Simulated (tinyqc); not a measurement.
Isotype n-N heterojunction, non-linear Poisson equation by Newton steps, Boltzmann statistics: starts and damping rules compared.

One dimension, material 1 (n-type) at x < 0 and material 2 (n-type) at x > 0. Band edges: Ec = -psi in material 1 and -psi + dEc in material 2, Ev = Ec - Eg. Equilibrium, Fermi level at 0. n = Nc F((EFn - Ec)/Vt), p = Nv F((Ev - EFp)/Vt), with F(eta) = exp(eta) (Boltzmann statistics); full ionisation, no interface charge, classical densities; the doping types are chosen for the exercise.

a_i = eps0 eps_r/h_i for the interval from node i to i + 1, with h_i = x_(i+1) - x_i in cm.

n_i = Nc F(a_n), a_n = (V - Ec_i)/Vt; p_i = Nv F(a_p), a_p = (Ec_i - Eg)/Vt; rho_i = p_i - n_i + C_i with C = +N1 or +N2; g_i = (n_i + p_i)/Vt. Box widths w_i = (h_(i-1) + h_i)/2 in cm. Residual F_i = a_i (psi_(i+1) - psi_i) - a_(i-1) (psi_i - psi_(i-1)) + q rho_i w_i; Jacobian: a_(i-1) and a_i beside the diagonal, b_i = -a_(i-1) - a_i - q g_i w_i on it. The two end nodes are fixed.

Iterations until the largest undamped |d| is below 1e-9 V (the last, tiny step is counted), with a cap of 100; "overflow" would mean that an exponential left the range of double precision. Starts:
- neutral: psi_L on the nodes of material 1 and psi_R on those of material 2.
- smooth: psi_L + (psi_R - psi_L)(1 + tanh(x/s))/2 on the inner nodes with s = 58 nm, psi_L and psi_R on the ends.
- linear: A straight line in x from psi_L to psi_R.

Rules for the step d, which solves the tridiagonal system a_(i-1) d_(i-1) + b_i d_i + a_i d_(i+1) = -F_i:
- full Newton steps: the full step is added.
- logarithmic damping: each component d is damped to sign(d) Vt ln(1 + |d|/Vt) before it is added.
- steps capped at 4 Vt: if the largest |d| exceeds 4 Vt, the whole step is scaled down so that it equals 4 Vt.
- halved steps: half of the step is added while the largest |d| exceeds 1.5 Vt, the full step after that.

Values chosen for this exercise; band and dielectric values those of a made-up pair: temperature T = 300 K; band gap of material 1 Eg1 = 0.802 eV; relative permittivity of material 1 er1 = 12.7; conduction-band density of states of material 1 Nc1 = 1.96e17 cm^-3; valence-band density of states of material 1 Nv1 = 8.92e18 cm^-3; band gap of material 2 Eg2 = 1.53 eV; relative permittivity of material 2 er2 = 14.8; conduction-band density of states of material 2 Nc2 = 4.94e17 cm^-3; valence-band density of states of material 2 Nv2 = 1.19e19 cm^-3; conduction-band offset Ec2 - Ec1 dEc = 0.14 eV; donor density of material 1 N1 = 1.8e16 cm^-3; donor density of material 2 N2 = 1.5e16 cm^-3; bias of side 1 against side 2 V = 0 V.

Constants: q = 1.602176634e-19 C, kB = 1.380649e-23 J/K, Vt = kB T/q, eps0 = 8.8541878128e-14 F/cm where lengths are in cm. Results are converted to the units shown.

| node | x (nm) | material |
|---|---|---|
| 0 | -304 | 1 |
| 1 | -233 | 1 |
| 2 | -173 | 1 |
| 3 | -123 | 1 |
| 4 | -80 | 1 |
| 5 | -43.7 | 1 |
| 6 | -13 | 1 |
| 7 | 13 | 2 |
| 8 | 45.9 | 2 |
| 9 | 87.5 | 2 |
| 10 | 140 | 2 |
| 11 | 207 | 2 |
| 12 | 291 | 2 |
| 13 | 397 | 2 |

| interval | eps_r |
|---|---|
| 0 | 12.7 |
| 1 | 12.7 |
| 2 | 12.7 |
| 3 | 12.7 |
| 4 | 12.7 |
| 5 | 12.7 |
| 6 | 13.6698 |
| 7 | 14.8 |
| 8 | 14.8 |
| 9 | 14.8 |
| 10 | 14.8 |
| 11 | 14.8 |
| 12 | 14.8 |

psi_L = -0.0617279 V
psi_R = 0.0496606 V

Iterations needed:

|  | full Newton steps | logarithmic damping | steps capped at 4 Vt | halved steps |
|---|---|---|---|---|
| neutral | 6 | 7 | 6 | 6 |
| smooth | 5 | 6 | 5 | 5 |
| linear | 7 | 7 | 7 | 7 |

What does the table show?

The fewest iterations, 5, are needed by full Newton steps from the smooth start and steps capped at 4 Vt from the smooth start and halved steps from the smooth start. Every pairing converges. Lowest count for the worst start: steps capped at 4 Vt, at most 7 iterations.

Program tinyqc, `OMP_NUM_THREADS=1 python tinyqc.py 2040159 2040160 out.jsonl`; Intel Xeon 2.30GHz, shared host, one thread, about 0.03 s.
